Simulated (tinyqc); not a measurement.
# Leakage currents through a thin dielectric, step by step

A worked calculation. Computed by tinyqc, a small Python program that keeps every step. Command: `OMP_NUM_THREADS=1 python tinyqc.py 3023731 3023732 out.jsonl leak walk`. One thread of a shared host (Intel(R) Xeon(R) Processor @ 2.30GHz), about 0.04 s of CPU time with the checks. Intermediate numbers are printed to about 6 digits and carried at full precision; extremes and crossings named in words are read from the listed rows.

Electrons leave an electrode with Fermi energy E_F above its band bottom; barriers are counted from the Fermi level, and both electrodes are alike. They cross the interlayer first.

Inputs (values chosen for the exercise, modelled on a low-k dielectric): barrier height phi_B = 2.45 eV; tunnelling mass m = 0.46 m_0; static permittivity k = 2.83; optical permittivity k_o = 1.97; trap depth phi_t = 1.1 eV; Poole-Frenkel prefactor sigma_0 = 0.0033 S/cm; thickness t = 9.1 nm; electrode Fermi energy E_F = 0.069 eV; electrode mass m_e = 1 m_0; voltage V = 2.1 V; temperature T = 473 K; interlayer thickness t_i = 0.41 nm; interlayer barrier phi_i = 3.19 eV; interlayer mass m_i = 0.46 m_0; interlayer permittivity k_i = 4.2.

Stack: dielectric on an interlayer.

Constants: m_0 = 9.1093837015e-31 kg; e = 1.602176634e-19 C; hbar = 1.054571817e-34 J s; k_B = 8.617333262e-05 eV/K; k_B = 1.380649e-23 J/K; eps_0 = 8.8541878128e-12 F/m; h = 6.62607015e-34 J s.

## Fields

Fields: F_i = V/(t_i + t k_i/k), F = F_i k_i/k; equivalent oxide thickness 3.9 (t/k + t_i/k_i).

field F = 2.23970 MV/cm

equivalent oxide thickness = 12.9214 nm

interlayer field F_i = 1.50913 MV/cm

## Transmission at the Fermi level

WKB: a layer of mass m, field F and barrier b(x) = b_0 - e F x gives the exponent (4 sqrt(2 m)/(3 hbar e F)) [b_0^(3/2) - max(b_0 - e F t, 0)^(3/2)] for b_0 > 0; b_0 = barrier - (E - E_F), less e F_i t_i for the second layer; the transmission is D(E) = exp(-sum of exponents), without image force.

exponent of the interlayer = 5.06417

exponent of the dielectric = 72.0568

transmission D(E_F) = 3.21196e-34

At E_F the barrier of the dielectric is trapezoidal (direct tunnelling).

## Tunnel current

Tsu-Esaki: J = (e m_e k_B T/(2 pi^2 hbar^3)) int D(E) ln[(1 + exp((E_F - E)/k_B T))/(1 + exp((E_F - eV - E)/k_B T))] dE over the normal energy E (its change with the mass at an interface is neglected) from max(0, E_F - 3 eV) to E_F + largest barrier, by 100 Gauss-Legendre points in each part, split at E_F - 0.3 eV (if inside the range) and E_F + 8 k_B T. The mean energy weights E - E_F by the integrand.

tunnel current density = 7.79217e-17 A/cm^2

mean energy of the current above E_F = 1.80121 eV

The current flows well above E_F: thermally assisted tunnelling nearer the top of the barrier.

## Thermal currents

Schottky emission J = A T^2 exp(-(phi_B - sqrt(e^3 F/(4 pi k_o eps_0)))/k_B T), A = 4 pi e m k_B^2/h^3 with the tunnelling mass; Poole-Frenkel J = sigma_0 F exp(-(phi_t - sqrt(e^3 F/(pi k_o eps_0)))/k_B T); both use the field F of the dielectric and ignore the interlayer.

Schottky lowering = 0.404611 eV

Poole-Frenkel lowering = 0.809222 eV

Schottky current density = 1.98988e-15 A/cm^2

Poole-Frenkel current density = 5.89501 A/cm^2

The Poole-Frenkel lowering is twice the Schottky one, because the charge of a trap is fixed while an image charge moves with the electron.

## Which mechanism rules?

The formulas are those given above.

Current densities (A/cm^2):
```
V (V)  F (MV/cm)   tunnelling     Schottky  Poole-Frenkel
0.42     0.44794  8.71944e-20  8.23588e-18    2.01968e-05
0.73     0.77856  2.35498e-19  3.38469e-17    5.92888e-04
1.10     1.17318  8.62509e-19  1.28195e-16    1.28159e-02
1.50     1.59978  4.29806e-18  4.27830e-16    1.94646e-01
1.80     1.91974  1.69075e-17  9.52860e-16    1.15863e+00
2.10     2.23970  7.79217e-17  1.98988e-15    5.89501e+00
2.50     2.66631  7.79040e-16  4.91498e-15    4.28150e+01
3.20     3.41287  9.49771e-14  2.03921e-14    9.43384e+02
```

The largest current is Poole-Frenkel from 0.420 to 3.20 V. Over the table tunnelling grows by 6.0 decades, Schottky by 3.4 and Poole-Frenkel by 7.7. A plot of ln(J/F) against sqrt(F) for the Poole-Frenkel column has the slope 13.27 per sqrt(MV/cm), from which k_o follows; reading it as Schottky emission would give about k_o/4.

Checks made by the program: energy integral against adaptive quadrature (relative difference 5e-06).
